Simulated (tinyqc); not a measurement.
Regular and subregular solution with a miscibility gap: one step, computed by the program tinyqc. Command: `OMP_NUM_THREADS=1 python tinyqc.py 3027490 3027491 out.jsonl regsol walk`. One thread of a shared host (Intel(R) Xeon(R) Processor @ 2.30GHz), about 0.02 s of CPU time with the checks.

Per mole of mixing sites: G(x) = x (1 - x) [L0 + L1 (1 - 2x)] + R T [x ln x + (1 - x) ln(1 - x)], x the fraction of B.

Task: First Newton step for the common tangent. G' = L0 (1 - 2x) + L1 (1 - 6x + 6x^2) + R T ln[x/(1 - x)]; G'' = -2 L0 - 6 L1 (1 - 2x) + R T/[x (1 - x)]. Common tangent: F1 = G'(x1) - G'(x2) = 0 and F2 = [G - x G'](x1) - [G - x G'](x2) = 0. Newton step: J = [[G''(x1), -G''(x2)], [-x1 G''(x1), x2 G''(x2)]], J dx = -F; a step that would leave 0 < x < 1 is halved until it stays inside. The start is x1 = s0, x2 = 1 - s0.

Inputs (values chosen for the exercise, for a model alloy): asymmetry L1 = 5.5 kJ/mol; temperature T = 1986 K; start value s0 = 0.02.

L0 = 37 kJ/mol

Constants: R = 8.314462618 J/(mol K).

Give: F; J; new (x1, x2).

Result:

F (kJ/mol): F1 -57.49, F2 33.61

J (kJ/mol):
```
       1       2
1  736.8  -800.2
2  -14.7   784.2
```

new (x1, x2): 0.0521  0.9377
